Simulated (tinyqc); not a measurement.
Thermal and gravitational stress in a wafer during furnace and rapid thermal processing, and the onset of slip: one step, computed by the program tinyqc.

A thin free disc in plane stress, isotropic; T(r) = T_centre + dT (r/R)^n with n = 2. Stress is positive in tension; sigma_SB = 5.670374419e-8 W/(m^2 K^4), g = 9.80665 m/s^2.

Question. Gravity. Own weight q = rho g t on a ring of radius b R, x = r/R: moments of an edge-supported plate, M_r = q R^2 (3 + nu)(1 - x^2)/16 and M_t = q R^2 [(3 + nu) - (1 + 3 nu) x^2]/16, less the uniform moment inside the ring load, q R^2 [(1 - nu)(1 - b^2) - 2 (1 + nu) ln b]/8; stress at the lower face = 6 M/t^2.

Inputs (values chosen for the exercise, for a model wafer):

| quantity | value | unit |
|---|---|---|
| wafer radius R | 75 | mm |
| thickness t | 675 | micrometre |
| Poisson ratio nu | 0.22 | - |
| density rho | 2330 | kg/m^3 |
| radius of the support ring over R | 0.86 | - |

Give: stress at the centre; radial stress at the ring; hoop stress at the ring.

Answer.

stress at the centre = 0.1484 MPa

radial stress at the ring = -0.02169 MPa

hoop stress at the ring = 0.06070 MPa
